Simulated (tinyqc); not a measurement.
Which lattice a d-band metal prefers: Slater-Koster d bands of a bcc metal.

Slater-Koster d bands. For a bond with direction cosines (l, m, n) the 5 x 5 block is dds Ps + ddp Pp + ddd (1 - Ps - Pp), the projectors on sigma, pi and delta states about the bond; for instance <xy|xy> = 3 l^2 m^2 dds + (l^2 + m^2 - 4 l^2 m^2) ddp + (n^2 + l^2 m^2) ddd, <xy|yz> = 3 l m^2 n dds + l n (1 - 4 m^2) ddp + l n (m^2 - 1) ddd and <3z2-r2|3z2-r2> = (n^2 - (l^2 + m^2)/2)^2 dds + 3 n^2 (l^2 + m^2) ddp + (3/4)(l^2 + m^2)^2 ddd. H(k) sums the blocks times cos(k.R) over the neighbours; the d level is the zero of energy; k in 2 pi/a.

Mesh: k = f1 b1 + f2 b2 + f3 b3 with fractions (j + 1/2)/N, j = 0 to N - 1, and b = (-1,1,1), (1,-1,1), (1,1,-1) for fcc, (0,1,1), (1,0,1), (1,1,0) for bcc, unit vectors for simple cubic. The lowest Nd/10 of all levels are filled with two electrons each; the bond energy is their sum per atom.

Parameters, chosen for this exercise (of the size met in W; shifted at random, so the results belong to these values and not to a real crystal): dds = -1.503 eV (dd sigma); ddp = 0.872 eV (dd pi); ddd = -0.165 eV (dd delta); f2 = 0.47 (factor on all three integrals for second neighbours); N = 8 (mesh).

fcc has twelve neighbours, bcc eight and six (the six times f2), simple cubic six. The integrals of bcc and sc are scaled so that all three have the second moment of fcc, which stands for equal repulsion (structural energy difference theorem). s and p electrons are left out.

Bond energy per atom:

| Nd | fcc (eV) | bcc - fcc (meV) | sc - fcc (meV) |
|---|---|---|---|
| 1 | -5.028 | 346 | -59 |
| 2 | -8.582 | 162 | 7 |
| 3 | -11.237 | -244 | 361 |
| 4 | -12.892 | -571 | 761 |
| 5 | -13.300 | -86 | 902 |
| 6 | -12.466 | 565 | 335 |
| 7 | -10.575 | 671 | -300 |
| 8 | -7.837 | 262 | -738 |
| 9 | -4.264 | -265 | -823 |

scale factors: bcc 1.1344, sc 1.4142

mu3/mu2^1.5: fcc -0.195, bcc -0.182, sc 0.000

mu4/mu2^2: fcc 1.833, bcc 1.700, sc 2.281

largest change of a difference when N is raised to 14 = 71 meV

What can be read from this table?

fcc is lowest for Nd = 2 and 6. bcc is lowest for Nd = 3, 4 and 5. sc is lowest for Nd = 1, 7, 8 and 9. bcc gains most on fcc at Nd = 4 (-571 meV). A small fourth moment marks a two-peaked band, which tends to favour fillings near one half; bcc has -7 % against fcc, and at Nd = 5 it lies -86 meV from fcc (differences of a few tens of meV are within the error of the mesh; hcp is left out, and this d-only model can miss the lattice of the real metal). The third moments, from three-membered rings, skew the bands. That simple cubic wins anywhere comes from keeping d bands and equal second moments alone; no transition metal takes it. Differences below about 71 meV are within the error of this mesh, and the s and p electrons left out weigh most where the d band is nearly empty or full.

tinyqc: `OMP_NUM_THREADS=1 python tinyqc.py 1450813 1450814 out.jsonl`; about 0.05 s, one thread, shared Intel(R) Xeon(R) Processor @ 2.30GHz.
